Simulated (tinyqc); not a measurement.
# CMOS latch-up, two-transistor model, step by step

Numbers from tinyqc (`OMP_NUM_THREADS=1 python tinyqc.py 2670153 2670154 out.jsonl`; about 0.07 s on one thread of a shared Intel Xeon 2.30GHz). Printed values are rounded.

A parasitic pnp (emitter at Vdd, base shunted by Rw) and npn (emitter at ground, base shunted by Rs) feed each other: the npn collector current flows out of the pnp base node, the pnp collector current into the npn base node. Forward-active transistors with constant gains: Icn = Isn exp(Vn/Vt), Icp = Isp (exp(Vp/Vt) - 1). A current Ii is injected into the npn base node.

Parameters, values chosen for the exercise; values close to those of bulk CMOS: temperature T = 300 K; current gain of the npn bn = 9; current gain of the pnp bp = 4.3; saturation current of the npn at T Isn = 9.2e-15 A; saturation current of the pnp at T Isp = 3.7e-16 A; substrate resistance shunting the npn Rs = 740 ohm; well resistance shunting the pnp Rw = 600 ohm; resistance from the pnp collector to the npn base R2 = 92 ohm; base-emitter voltage in the on state Von = 0.71 V; saturation voltage Vsat = 0.08 V; supply voltage Vdd = 1.8 V; current injected into the substrate Ii = 0.653 mA.

Constants: q = 1.602176634e-19 C, kB = 1.380649e-23 J/K, Vt = kB T/q. Results are converted to the units shown.

## Holding current and voltage

On state with both base-emitter voltages at Von: npn base current Ib = (Von/Rs + bp Von/Rw)/(bn bp - 1), holding current Ih = (bn + 1) Ib + Von/Rs, holding voltage Vh = Vsat + Von + R2 (Ib + Von/Rs).

bn bp = 38.7
Ib = 0.160419 mA
Ih = 2.56365 mA
Vh = 0.893029 V

Vh is below Vdd = 1.8 V, so the supply can sustain a latched state.

## The off branch

| point | Vn (V) |
|---|---|
| 0 | 0.457 |
| 1 | 0.537 |
| 2 | 0.587 |
| 3 | 0.617 |
| 4 | 0.637 |
| 5 | 0.657 |
| 6 | 0.672 |
| 7 | 0.687 |

Node equations: Vp/Rw + Icp/bp = Icn and Vn/Rs + Icn/bn = Icp + Ii. Loop gain G = gn gp/[(1/Rw + gp/bp)(1/Rs + gn/bn)], gn = Icn/Vt, gp = (Icp + Isp)/Vt; the off state ends where G = 1, and Ii there is the trigger current. For each Vn: Icn, then Vp from the first equation, then Ii from the second.

| point | Icn (mA) | Vp (V) | Icp (mA) | Ii (mA) | G |
|---|---|---|---|---|---|
| 0 | 4.3757e-4 | 2.6254e-4 | 3.7767e-15 | 0.61762 | 1.0851e-13 |
| 1 | 0.0096603 | 0.0057962 | 9.2992e-14 | 0.72675 | 2.8828e-12 |
| 2 | 0.066827 | 0.040096 | 1.3750e-12 | 0.80067 | 6.3891e-11 |
| 3 | 0.21327 | 0.12796 | 5.1855e-11 | 0.85748 | 4.4089e-9 |
| 4 | 0.46229 | 0.27738 | 1.6900e-8 | 0.91218 | 2.1012e-6 |
| 5 | 1.0021 | 0.60061 | 0.0045504 | 0.99463 | 0.70614 |
| 6 | 1.7902 | 0.76092 | 2.2444 | -1.1374 | 30.408 |
| 7 | 3.1980 | 0.79398 | 8.0613 | -6.7776 | 34.444 |

Ii peaks at 0.9950 mA, at Vn = 0.6574 V where G = 1; beyond it the loop feeds itself.

## Iteration 1: response to the injected current, once round the loop per iteration

Vn at the start = 0.51 V

Icn = Isn exp(Vn/Vt); Vp solves Vp/Rw + Icp/bp = Icn; Vn(new) solves Vn/Rs + (Isn/bn) exp(Vn/Vt) = Icp + Ii.

Icn = 0.00339947 mA
Vp = 0.00203968 V
Icp = 3.03749e-14 mA
Vn after iteration 1 = 0.483121 V

## Course of the iteration: response to the injected current, once round the loop per iteration

Stop when Vn changes by less than 1e-9 V, or after 150 iterations. Vn must stay below 1.1 V.

Course of the iteration:

| iteration | Vn (V) | \|change\| (V) |
|---|---|---|
| 1 | 0.483121 | 0.0269 |
| 2 | 0.483121 | 1.54e-14 |

Converged in 2 iterations. An off state exists, since Ii is below the trigger current, the largest Ii that the node equations allow, 0.9950 mA.
